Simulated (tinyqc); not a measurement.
Floating body of a partially depleted SOI transistor: body voltage and kink: one step of the calculation.

Source at 0 V. Channel current Ic = 2 nf K Vt^2 [F(0) - F(Vd)](1 + la Vd), F(V) = ln^2(1 + exp((Vg - VT - nf V)/(2 nf Vt))), VT = VT0 - gb Vb. Saturation voltage Vs = 2 Vt sqrt(F(0)) + 3 Vt, excess Ve = (Vd - Vs + sqrt((Vd - Vs)^2 + 0.0004 V^2))/2, multiplication M1 = Ai Ve exp(-Bl/Ve). Each junction passes D(v) = J1 (exp(v/Vt) - 1) + J2 (exp(v/(2 Vt)) - 1). Bipolar current Ib = bb J1 (exp(Vb/Vt) - 1). The body settles where M1 (Ic + Ib) = D(Vb) + D(Vb - Vd) + Vb/Rb; drain current Id = (1 + M1)(Ic + Ib) - D(Vb - Vd).

Question. New Vb. Current into the body I_in = M1 (Ic + Ib) - D(Vb - Vd), current out I_out = D(Vb) + Vb/Rb; f = ln(I_in/I_out), s = df/dVb by central differences over 1e-5 V, Vb(new) = Vb - f/s.

Values chosen for this exercise; values of the order met in partially depleted silicon-on-insulator transistors:
- T = 300 K (temperature)
- VT0 = 0.35 V (threshold at zero body voltage)
- gb = 0.3 (fall of the threshold per volt of body voltage)
- nf = 1.47 (slope factor)
- K = 290 uA/(V^2 um) (gain factor per width)
- la = 0.03 1/V (channel-length modulation factor)
- Ai = 3.96 1/V (impact-ionisation prefactor)
- Bl = 6.3 V (impact-ionisation voltage)
- J1 = 7e-13 uA/um (diffusion saturation current of each junction)
- J2 = 2.3e-8 uA/um (recombination saturation current of each junction)
- bb = 3 (gain of the lateral bipolar transistor on the diffusion current)
- Rb = 1e9 kohm um (resistance of a weak body tie to the source (1e9 stands for no tie, and the term is then dropped))
- Vg = 0.69 V (gate voltage)
- Vd = 2 V (drain voltage)

Constants: q = 1.602176634e-19 C, kB = 1.380649e-23 J/K, Vt = kB T/q. Results are converted to the units shown.

Vb after iteration 1 = 0.70995512 V

Wanted: Ic; Ve; M1; I_in; I_out; f; s; Vb after iteration 2.

Answer.

Ic = 31.98 uA/um
Ve = 1.546 V
M1 = 0.1041
I_in = 3.515 uA/um
I_out = 0.6125 uA/um
f = 1.747
s = -35.62 1/V
Vb after iteration 2 = 0.7590 V

Range of the model: The multiplication law is an empirical form chosen for the exercise; self-heating and capacitive coupling to the body are left out, and the linear laws are rough once Vb passes about 0.7 V or M1 about 0.1.

Program tinyqc, `OMP_NUM_THREADS=1 python tinyqc.py 2182034 2182035 out.jsonl`; Intel Xeon 2.30GHz, shared host, one thread, about 0.2 s.
